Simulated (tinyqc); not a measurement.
Worked calculation: defect, radiative and Auger recombination at equal electron and hole densities (ABC model). Values are carried at full precision from step to step, so a last printed digit may differ when a step is redone from the rounded ones.

J/(e d) = Ae n + B n^2 + C n^3 with Ae = A + 4 S/w (four side walls, carriers spread evenly), e = 1.602176634e-19 C, lengths in cm; internal efficiency IQE = B n^2/(Ae n + B n^2 + C n^3); all injected carriers recombine in the layer.

Values chosen for the exercise (orders of magnitude like those quoted for GaAs; shifted at random, so the results belong to these values and not to a real crystal): A = 19000000 1/s (defect rate); B = 1.7e-10 cm^3/s (radiative coefficient); C = 1.8e-30 cm^6/s (Auger coefficient); S = 0 cm/s (recombination velocity of the side walls); w = 44 micrometre (side of the square mesa); d = 55 nm (active thickness); J = 300 A/cm^2 (current density); ex = 0.24 (extraction efficiency); Eph = 1.41 eV (photon energy).

## The efficiency peak

IQE peaks at n_p = sqrt(Ae/C); with Q = B/sqrt(Ae C), IQE_max = Q/(Q + 2).

Ae = 1.900e+07 1/s
n_p = 3.249e+18 1/cm^3
Q = 29.07
IQE_max = 0.936
J at the peak = 1.69e+03 A/cm^2

The side walls are taken as passivated.

## Carrier density at the given current

G = J/(e d). Newton steps from the smallest of G/Ae, sqrt(G/B) and (G/C)^(1/3); stop when the relative step is below 1e-9.

G = 3.404e+26 1/(cm^3 s)

Newton steps:
```
step  n (1/cm^3)   rate/G  relative step
1     1.4151e+18  1.09396         -0.044
2     1.3525e+18  1.00204        -0.0011
3     1.3511e+18  1.00000       -5.4e-07
4     1.3511e+18  1.00000       -1.5e-13
```

n = 1.351e+18 1/cm^3

The start is an upper bound and the function is convex, so the steps fall monotonically; 4 are needed.

## Shares, lifetimes and light

Shares of the three paths; lifetime n/G = 1/(Ae + B n + C n^2); differential lifetime 1/(Ae + 2 B n + 3 C n^2) and bandwidth 1/(2 pi tau_d); optical power density ex IQE J Eph/e.

shares: defect 0.0754, radiative 0.9116, Auger 0.0130

lifetime = 3.97 ns
differential lifetime = 2.05 ns
bandwidth = 77.7 MHz
optical power density = 92.5 W/cm^2

The radiative path is the largest; the device runs below its efficiency peak, where the defect and Auger shares are equal.

## Checks

- Density from Newton steps against bisection (1/cm^3): both 1.3511e+18.

Program tinyqc; command `OMP_NUM_THREADS=1 python tinyqc.py 1682791 1682792 out.jsonl`; about 0.01 s on one thread of a shared Intel(R) Xeon(R) Processor @ 2.30GHz.
